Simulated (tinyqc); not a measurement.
Single-photon avalanche diode, trigger probability and counting: one step of the calculation.

A multiplication layer of width W with the uniform field V/W; alpha = an exp(-bn/E) for electrons, beta = ap exp(-bp/E) for holes (local model, no dead space). a = alpha W, b = beta W. Electrons enter at x = 0, holes at x = W. P0 is the probability that an electron entering at 0 starts a lasting avalanche, PW the same for a hole entering at W.

Problem. Trigger probability by substitution. PW = P0 exp(b - a)/(1 - P0 + P0 exp(b - a)); P0(new) = 1 - (1 - PW)^(a/b).

P0 at the start = 0.3
a = 1.5028857
b = 2.9903471

Give: PW; P0 after iteration 1.

Solution.

PW = 0.65479
P0 after iteration 1 = 0.41406

Computed by the program tinyqc: `OMP_NUM_THREADS=1 python tinyqc.py 2630037 2630038 out.jsonl`, one thread of a shared Intel Xeon 2.30GHz, about 0.01 s for the whole run.
